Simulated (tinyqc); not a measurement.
Resistance of a source-drain extension with a graded tip: two steps of the calculation.

y runs along the channel, the gate covers y > 0. The doping is N0 for y < y0 and N0 10^(-(y - y0)/la) beyond, uniform over the depth xj. Sheet conductance s(y) = q mu(N) max(N - Nch, 0) xj + (for y > 0) ma Cox Vo, with mu(N) = u0 + (u1 - u0)/(1 + (N/Nr)^au) and Cox = eps0 eox/tox. Current is taken as one-dimensional; depletion of the tip, spreading and the contact are left out. The metallurgical junction lies at yj, where N = Nch.

Values chosen for this exercise; mobility law close to that of electrons in silicon:
- eox = 3.9 (relative permittivity of the gate insulator (close to silicon dioxide))
- tox = 2.4 nm (insulator thickness)
- N0 = 8.8e19 cm^-3 (active doping of the extension far from the gate)
- la = 4.9 nm/decade (lateral abruptness)
- y0 = 1.2 nm (position under the gate where the fall begins (gate edge at 0))
- xj = 13 nm (depth of the extension)
- Nch = 1.3e18 cm^-3 (channel doping)
- Vo = 0.68 V (gate overdrive)
- ma = 140 cm^2/(V s) (mobility of the gate-induced layer)
- u1 = 1414 cm^2/(V s) (mobility at low doping)
- u0 = 68.5 cm^2/(V s) (mobility at high doping)
- Nr = 9.2e16 cm^-3 (reference doping)
- au = 0.711 (exponent)
- Lg = 45 nm (gate length)

Constants: q = 1.602176634e-19 C, eps0 = 8.8541878128e-14 F/cm where lengths are in cm. Results are converted to the units shown.

Task 1. Sheet resistances and junction position. yj = y0 + la log10(N0/Nch); sheet resistance of the full extension 1/[q mu(N0)(N0 - Nch) xj] and of the gate-induced layer 1/(ma Cox Vo); metallurgical length Lg - 2 yj; ye is where the doped and the gate-induced conductances are equal.

Give: yj; sheet resistance of the extension; sheet resistance of the induced layer; metallurgical length; ye; N at ye.

Result 1.

yj = 10.170 nm
sheet resistance of the extension = 704.12 ohm/square
sheet resistance of the induced layer = 7300.6 ohm/square
metallurgical length = 24.661 nm
ye = 6.8195 nm
N at ye = 6.2756e18 cm^-3

The gate takes over 3.35 nm before the junction, where N is still 4.83 times the channel doping.

Task 2. Resistance of the overlapped part. Midpoint rule on 11 equal steps from 0 to yj: R_ov = sum h/s(y), per width.

Find: y; N; doped conductance; sheet resistance; R_ov.

Result 2.

```
point,y (nm),N (cm^-3),doped conductance (uS),sheet resistance (ohm/square)
0,0.46226,8.8000e19,1420.2,642.18
1,1.3868,8.0606e19,1309.8,691.20
2,2.3113,5.2202e19,881.66,981.71
3,3.2358,3.3808e19,598.44,1359.8
4,4.1603,2.1895e19,409.38,1830.3
5,5.0848,1.4180e19,281.47,2389.8
6,6.0093,9.1830e18,193.13,3029.4
7,6.9338,5.9472e18,130.22,3742.7
8,7.8584,3.8515e18,83.361,4538.5
9,8.7829,2.4944e18,46.281,5456.9
10,9.7074,1.6154e18,14.694,6593.3
```

R_ov = 28.896 ohm um

Numbers from tinyqc (`OMP_NUM_THREADS=1 python tinyqc.py 2282214 2282215 out.jsonl`; about 0.03 s on one thread of a shared Intel Xeon 2.30GHz).
